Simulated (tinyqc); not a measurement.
## Ionisation constants from two fields

Question. alpha_n = an exp(-bn/E). Find bn and an.

alpha_n at 221 and 403 kV/cm (1/cm): 2586.1517  32593.327

Solution. ln alpha is a straight line in 1/E with slope -bn and intercept ln an.

bn = 1.24e6 V/cm
an = 7.07e5 1/cm

Program tinyqc, `OMP_NUM_THREADS=1 python tinyqc.py 2120133 2120134 out.jsonl`; Intel Xeon 2.30GHz, shared host, one thread, about 0.1 s.
